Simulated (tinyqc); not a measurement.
# A barrier in a uniform field, exact transmission by Airy functions: what changes with what

The left lead has its band edge at 0, the barrier edge falls as U(x) = U0 - F x with F = V/d for 0 < x < d, and the right lead has its edge at -V. No transverse momentum; C = hbar^2/(2 m0); psi and psi'/m are continuous. M carries (psi, psi'/m) across the barrier.

Parameters, values chosen for the exercise; U0 - E and the mass are of the order of those of zirconium oxide on silicon; the mass of the right lead is set freely:
```
symbol,value,unit,meaning
mL,0.69,m0,mass in the left lead
U0,2.01,eV,barrier edge at x = 0
m1,0.25,m0,mass in the barrier
E,0.67,eV,electron energy
d,1.8,nm,barrier width
V,3.1,V,voltage across the barrier
mR,1.3,m0,mass in the right lead
```

Constants: q = 1.602176634e-19 C, hbar = 1.054571817e-34 J s, m0 = 9.1093837015e-31 kg, hbar^2/(2 m0) = 0.0380998212 eV nm^2. Results are converted to the units shown.

Each table varies one quantity; the others keep the values above.

## Effect of the emitter mass

Energy scale e = (C F^2/m1)^(1/3), z(x) = (U(x) - E)/e, s = (dz/dx)/m1 = -F/(e m1); v = k/m in a lead. With a = Ai, a' = Ai', b = Bi, b' = Bi' at z1 (left edge) and z2 (right edge): M11 = pi (a2 b1' - b2 a1'), M12 = (pi/s)(b2 a1 - a2 b1), M21 = pi s (a2' b1' - b2' a1'), M22 = pi (b2' a1 - a2' b1). With M acting on (psi, psi'/m) and v = k/m in each lead, T(E) = 4 vL vR/[(vL vR M12 - M21)^2 + (vR M11 + vL M22)^2]. WKB: exp(-S), S = (4/(3 F)) sqrt(m1/C) [max(U0 - E, 0)^1.5 - max(U0 - F d - E, 0)^1.5].

The same in every row: exp(-S) = 0.04613.

Effect of the emitter mass:
```
mL (m0)  vL (1/nm)  T(E), exact   ratio
0.041        20.71      0.04609  0.9989
0.066        16.32      0.05219   1.131
0.11         12.64      0.05677   1.231
0.17         10.17      0.05819   1.261
0.27         8.070      0.05683   1.232
0.44         6.322      0.05255   1.139
0.7          5.012      0.04668   1.012
1.1          3.998      0.04026  0.8727
```

WKB does not see the lead: exp(-S) stays at 0.0461. The ratio of exact to WKB goes from 0.999 through a maximum of 1.26 (at mL = 0.17 m0 among the rows listed) to 0.873; K/m1 at the left edge is 11.9 1/nm, and vL passes from 20.7 to 4.00 1/nm. The match at the entrance is best where vL is near K/m1. In every row the field exceeds 10 MV/cm (up to 17.2), more than most dielectrics sustain; the model ignores breakdown.

## Exact and WKB transmission against voltage

Same model as above.

Exact and WKB transmission against voltage:
```
V (V)         z2  T(E), exact    exp(-S)   ratio
0.402     4.7706    1.1870e-4  5.3871e-5  2.2034
0.726     2.1057    3.0302e-4  1.1609e-4  2.6103
1.05     0.77766    8.1088e-4  2.8366e-4  2.8587
1.373  -0.074004    0.0022922  9.6291e-4  2.3804
1.697   -0.69513    0.0066003  0.0036266  1.8200
2.021    -1.1802     0.016076  0.0089279  1.8007
2.345    -1.5773     0.026504   0.017135  1.5468
2.669    -1.9134     0.033668   0.028073  1.1993
2.993    -2.2049     0.042535   0.041329  1.0292
3.316    -2.4617     0.059299   0.056370  1.0520
3.64     -2.6927     0.093060   0.072814  1.2780
3.964    -2.9022      0.15919   0.090201  1.7648
4.288    -3.0942      0.26085    0.10818  2.4112
```

The exact T(E) rises from 1.19e-4 to 0.261. The ratio to WKB lies between 1.03 and 2.86. For V above U0 - E = 1.34 V (z2 < 0) the ratio turns 1 time(s) among the rows: the wave runs freely over the last part of the barrier and is partly reflected at x = d, and the two waves interfere. In 8 of the 13 rows the field exceeds 10 MV/cm (up to 23.8), more than most dielectrics sustain; the model ignores breakdown.

Range of the model: Masses are held fixed, although real bands cease to be parabolic a few tenths of an eV from their edges.

Program tinyqc, `OMP_NUM_THREADS=1 python tinyqc.py 2580015 2580016 out.jsonl`; Intel Xeon 2.30GHz, shared host, one thread, about 0.01 s.
